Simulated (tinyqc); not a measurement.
Which roughness does what: X-ray reflectivity of a thin film on silicon: critical angles, Parratt recursion, fringes and roughness. Computed by tinyqc, a small Python program. Command: `OMP_NUM_THREADS=1 python tinyqc.py 3120210 3120211 out.jsonl xrr walk`. One thread of a shared host (Intel(R) Xeon(R) Processor @ 2.30GHz), about 0.01 s of CPU time with the checks.

n = 1 - delta + i beta; the classical electron radius is r_e = 2.8179403e-6 nm. Layer 0 is vacuum, 1 the film, 2 the substrate.

Inputs (values chosen for the exercise, modelled on a porous low-k film on silicon, copper K-alpha radiation): wavelength lambda = 0.15406 nm; film density rho = 1.29 g/cm^3; effective electrons per unit mass, film = 0.517 mol/g; beta/delta, film = 0.0091; film thickness d = 30.5 nm; roughness of the surface sigma_1 = 0.76 nm; roughness of the interface sigma_2 = 0.72 nm; substrate density = 2.33 g/cm^3; effective electrons per unit mass, substrate = 0.507 mol/g; beta/delta, substrate = 0.023; grazing angle theta = 1.66 degrees.

Constants: N_A = 6.02214076e+23 1/mol.

Method:
- delta = r_e lambda^2 rho_e/(2 pi), rho_e = density x electrons per mass x N_A; critical angle sqrt(2 delta), q_c = 4 sqrt(pi r_e rho_e).
- k_j = (2 pi/lambda) sqrt(sin^2 theta - 2 delta_j + 2 i beta_j); r_ij = (k_i - k_j)/(k_i + k_j) x exp(-2 k_i k_j sigma^2) (Nevot-Croce); r = (r_01 + r_12 p)/(1 + r_01 r_12 p), p = exp(2 i k_1 d); R = |r|^2.
- Far above the critical angle the period is d theta = lambda/(2 d), or 2 pi/d in q; the envelope runs between (|r_01| - |r_12 p|)^2 and (|r_01| + |r_12 p|)^2; contrast = 2 a b/(a^2 + b^2) with a = |r_01|, b = |r_12 p|; roughness factors on the amplitudes are about exp(-q^2 sigma^2/2).
- R is averaged over one period above each angle (64 points); contrast = (max - min)/(max + min) of R theta^4 over that period. Cases: smooth; only sigma_1; only sigma_2; both.

period in theta = 0.144705 degrees

Constants:
```
layer      rho_e (1/nm^3)        delta         beta  critical angle (degrees)  q_c (1/nm)
film              401.635  4.27526e-06  3.89049e-08                  0.167540    0.238515
substrate         711.402  7.57263e-06  1.74170e-07                  0.222977    0.317437
```

Mean R and contrast:
```
theta (degrees)    R smooth  contrast  R, sigma_1  contrast, sigma_1  R, sigma_2  contrast, sigma_2     R, both  contrast, both
0.8              1.3570e-04   0.97425  8.6311e-05         9.8732e-01  1.0814e-04         8.5644e-01  5.8343e-05         0.98224
1.2              2.9302e-05   0.96958  1.3752e-05         8.0818e-01  2.0500e-05         6.1374e-01  4.7126e-06         0.98707
1.8              6.2679e-06   0.96823  2.4515e-06         3.4277e-01  4.0603e-06         2.5864e-01  1.2092e-07         0.99841
2.5              1.7544e-06   0.96688  6.7587e-07         5.4129e-02  1.1315e-06         4.8788e-02  1.0502e-09         0.98478
3.5              4.7740e-07   0.96744  1.8164e-07         1.5013e-03  3.0461e-07         1.8681e-03  3.7717e-13         0.90444
```

At 2.5 degrees sigma_1 alone multiplies the mean R by 0.39 and sigma_2 alone by 0.64; the contrast goes from 0.97 (smooth) to 0.05 and 0.05.
